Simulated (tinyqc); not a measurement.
Changing the exchange J2: Heisenberg spin cluster by exact diagonalisation: multiplets, susceptibility, level crossings. Computed by tinyqc, a small Python program. Command: `OMP_NUM_THREADS=1 python tinyqc.py 3027769 3027770 out.jsonl spincl sweep`. One thread of a shared host (Intel(R) Xeon(R) Processor @ 2.30GHz), about 0.01 s of CPU time with the checks.

H = J1 sum S_i.S_j over the bonds 1-2, 2-3 + J2 sum over 1-3 - g mu_B B S_z; J > 0 is antiferromagnetic.

Inputs (values chosen for the exercise, for a model cluster):

| quantity | value | unit |
|---|---|---|
| exchange J1 | 9.12 | meV |
| g factor | 2.07 | - |
| temperature T | 110 | K |
| field B | 1.8 | T |

Cluster: triangle, two J1 bonds and one J2 bond. Spin s of each site: 0.5.

Constants: k_B = 8.617333262e-05 eV/K; mu_B = 5.7883818060e-05 eV/T.

Method:
- Every multiplet has one member in the block S_z = 0.5; diagonalise it and read the total spin from <S^2> = S (S + 1).
- Z = sum k (2S + 1) exp(-E/(k_B T)) over the table, k the number of multiplets; <S^2> likewise with the factor S (S + 1); chi T = N_A g^2 mu_B^2 <S^2>/(3 k_B) = 0.125049 g^2 <S^2> cm^3 K/mol (cgs, per mole of clusters); C = (<E^2> - <E>^2)/(k_B T)^2; entropy = ln Z + <E>/(k_B T).
- Each multiplet splits as E - g mu_B B m; <S_z> is the Boltzmann mean. The first level crossing is at the smallest (E_S - E_0)/(g mu_B (S - S_0)) over higher spins (0 if the ground state has the highest spin).

One run for each value:

| exchange J2 (meV) | ground energy (meV) | gap to the next level (meV) | chi T (cm^3 K/mol) | first crossing field (T) |
|---|---|---|---|---|
| -9.10 | -11.395 | 13.68 | 0.8710 | 114.2 |
| -6.70 | -10.795 | 13.68 | 0.8591 | 114.2 |
| -4.40 | -10.220 | 13.52 | 0.8452 | 114.2 |
| -2.00 | -9.620 | 11.12 | 0.8280 | 114.2 |
| 0.36 | -9.030 | 8.76 | 0.8081 | 114.2 |
| 2.70 | -8.445 | 6.42 | 0.7853 | 114.2 |
| 5.10 | -7.845 | 4.02 | 0.7589 | 114.2 |
| 7.50 | -7.245 | 1.62 | 0.7298 | 114.2 |
| 9.80 | -7.350 | 0.68 | 0.7000 | 119.8 |
| 12.00 | -9.000 | 2.88 | 0.6704 | 138.2 |
| 15.00 | -11.250 | 5.88 | 0.6298 | 163.2 |

What does the table show, and why?

Over the rows, ground energy (meV) goes from -11.4 through a maximum among these rows, -7.25 at 7.50, to -11.2; gap to the next level (meV) goes from 13.7 through a minimum among these rows, 0.680 at 9.80, to 5.88; chi T (cm^3 K/mol) falls from 0.871 to 0.630. The gap is smallest, 0.680 meV, at J2 = 9.80 meV among these rows; a gap that closes marks a crossing of two levels.

Extremes, crossings and ranges named in words are read from the listed rows.
